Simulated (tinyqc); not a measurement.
Comparisons within one model: delta-doped layer in the Thomas-Fermi potential. A value that a table varies takes the place of the one given here.

All donors ionised in the plane z = 0, zero temperature, energies from the Fermi level EF of the Thomas-Fermi model, which lies at the bulk band edge; c = hbar^2/2m0, q = e^2/(4 pi eps0). Layer in a (001) plane: two valleys with m_z = ml, m_d = mt (unprimed) and four with m_z = mt, m_d = sqrt(ml mt) (primed); m3 = (ml mt^2)^(1/3), gv = 6. With n = (gv/3 pi^2)(m3 (-V)/c)^(3/2) and V'' = -(4 pi q/eps) n for z > 0, the solution is V = -b/(|z| + z0)^4 with sqrt(b) = 20/K, K = (4 pi q/eps)(gv/3 pi^2)(m3/c)^(3/2), and z0^5 = 4b/(e F0), e F0 = 2 pi q N/eps; 1e13/cm^2 = 1e-3/angstrom^2. Exchange and correlation are left out.

Subbands solve -(c/m_z) psi'' + V psi = E psi on 1280 points of spacing z0/80; up to ten levels for each group, kept if bound with an rms width below 2.5 z0.

Constants: hbar^2/2m0 = 3.80998211 eV angstrom^2; e^2/(4 pi eps0) = 14.39964547 eV angstrom.

Values chosen for the exercise (near those of a delta-doped layer in Si; shifted at random, so the results belong to these values and not to a real crystal): ml = 0.933 m0 (longitudinal mass); mt = 0.194 m0 (transverse mass); eps = 11.3 (dielectric constant); Nl = (0.33, 0.66, 1.3, 2.3, 4, 6.6, 11) x 1e13/cm^2 (sheet densities); N = 3.3 x 1e13/cm^2 (donor sheet density).

## Doping density

The well, the lowest level and the filling anew; at zero temperature n_i = g m_d (mu - E_i)/(2 pi c), with mu fixed by sum n_i = N.

Results:

| N (1e13/cm^2) | z0 (angstrom) | depth (eV) | lowest (eV) | next - lowest (eV) | occupied | share of lowest (%) |
|---|---|---|---|---|---|---|
| 0.33 | 39.0 | 0.0258 | -0.0074 | 0.0042 | 2 | 35.3 |
| 0.66 | 34.0 | 0.0449 | -0.0144 | 0.0077 | 2 | 34.0 |
| 1.3 | 29.7 | 0.0772 | -0.0274 | 0.0138 | 2 | 32.6 |
| 2.3 | 26.5 | 0.1219 | -0.0467 | 0.0225 | 3 | 31.4 |
| 4.0 | 23.7 | 0.1897 | -0.0779 | 0.0357 | 3 | 30.1 |
| 6.6 | 21.4 | 0.2832 | -0.1233 | 0.0539 | 3 | 28.9 |
| 11 | 19.4 | 0.4262 | -0.1961 | 0.0817 | 3 | 27.7 |

The depth grows as N^(4/5) and z0 shrinks as N^(-1/5): factors 16.5 and 2.02 for 33 times the doping. The lowest level deepens faster, with exponent 0.93, since the zero-point energy takes a smaller share of a deeper well (71 % falling to 54 %). The number of occupied subbands is 2 in the first row and 3 in the last. Up to N = 1.3 the donor spacing exceeds 1.5 Bohr radii (one radius, a0 eps/m with the density-of-states mass, is 18 angstrom), where a uniform sheet is a crude picture of discrete donors (beyond about three radii electrons stay on single donors).

## What each parameter does

z0, depth, lowest level and its rms width. Each row changes one parameter from the base and keeps the others.

Results:

| case | z0 (angstrom) | depth (eV) | lowest (eV) | rms z (angstrom) |
|---|---|---|---|---|
| base | 24.63 | 0.1627 | -0.0653 | 7.60 |
| N = 5.28 x 1e13/cm^2 | 22.42 | 0.2369 | -0.1005 | 6.28 |
| eps = 10.2 | 23.16 | 0.1695 | -0.0663 | 7.45 |
| ml = 1.073 m0 | 23.95 | 0.1582 | -0.0646 | 7.18 |
| mt = 0.165 m0 | 26.27 | 0.1736 | -0.0738 | 7.34 |

The largest shifts from the base row, up to three for each result and ties (the steps differ in size, so this ranks the rows, not the parameters). z0 (angstrom): N -2.21, mt +1.65, eps -1.47. depth (eV): N +0.0743, mt +0.0109, eps +0.0068. lowest (eV): N -0.0353, mt -0.0085, eps -0.0010. rms z (angstrom): N -1.31, ml -0.42, mt -0.26.

Program tinyqc; command `OMP_NUM_THREADS=1 python tinyqc.py 1280683 1280684 out.jsonl`; about 0.2 s on one thread of a shared Intel(R) Xeon(R) Processor @ 2.30GHz.
